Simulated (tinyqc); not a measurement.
# Changing the flaw half length a

Model: thermal stress, cracking, delamination and buckling of a thin film; Griffith cracks and misfitting inclusions. Computed by tinyqc, a small Python program. Command: `OMP_NUM_THREADS=1 python tinyqc.py 3008293 3008294 out.jsonl filmcrack sweep`. One thread of a shared host (Intel(R) Xeon(R) Processor @ 2.30GHz), about 0.02 s of CPU time with the checks.

Isotropic linear elasticity; the substrate is much thicker than the film; stress is positive in tension.

Inputs (values chosen for the exercise, modelled on a silicon dioxide film on silicon): substrate Young's modulus E_s = 161 GPa; substrate Poisson ratio nu_s = 0.22; substrate surface energy gamma_s = 1.7 J/m^2.

Method. Through crack of length 2a in plane strain: K_Ic = sqrt(2 gamma_s E_s/(1 - nu_s^2)); fracture stress = K_Ic/sqrt(pi a). An edge crack of depth a has K larger by 1.1215.

One run for each value:

| flaw half length a (micrometre) | fracture stress, inner crack (MPa) | fracture stress, edge crack (MPa) |
|---|---|---|
| 0.01 | 4279 | 3815 |
| 0.032 | 2392 | 2133 |
| 0.1 | 1353 | 1207 |
| 0.32 | 756 | 674 |
| 1 | 428 | 382 |
| 3.2 | 239 | 213 |
| 10 | 135 | 121 |
| 32 | 76 | 67 |
| 100 | 43 | 38 |

Over the rows, fracture stress, inner crack (MPa) falls from 4280 to 42.8 (exponent d ln y / d ln x about -0.50 throughout); fracture stress, edge crack (MPa) falls from 3820 to 38.2 (exponent d ln y / d ln x about -0.50 throughout). The exponent of fracture stress, inner crack stays at -0.50: Griffith's law.
